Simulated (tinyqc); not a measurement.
Density of states of one tight-binding band on the triangular lattice: one step. One triangle of the mesh.

For corner energies e1 <= e2 <= e3 and eij = ei - ej, the share of the triangle below E is n = (E - e1)^2/(e21 e31) for e1 < E < e2 and n = 1 - (e3 - E)^2/(e31 e32) for e2 < E < e3; its density of states is g = dn/dE.

Inputs chosen for the exercise: E = -2.57 eV (energy at which the density is wanted).

corner energies, sorted (eV): -4.012724  0.473638  1.532724

Question. Find its share below E and its density of states at E.

Give: n; g.

Answer.

n = 0.0837
g = 0.1160 1/eV

E lies between corners 1 and 2.

Run: tinyqc, `OMP_NUM_THREADS=1 python tinyqc.py 1651571 1651572 out.jsonl`; Intel(R) Xeon(R) Processor @ 2.30GHz, one thread, shared host; about 0.08 s of CPU time with all checks.
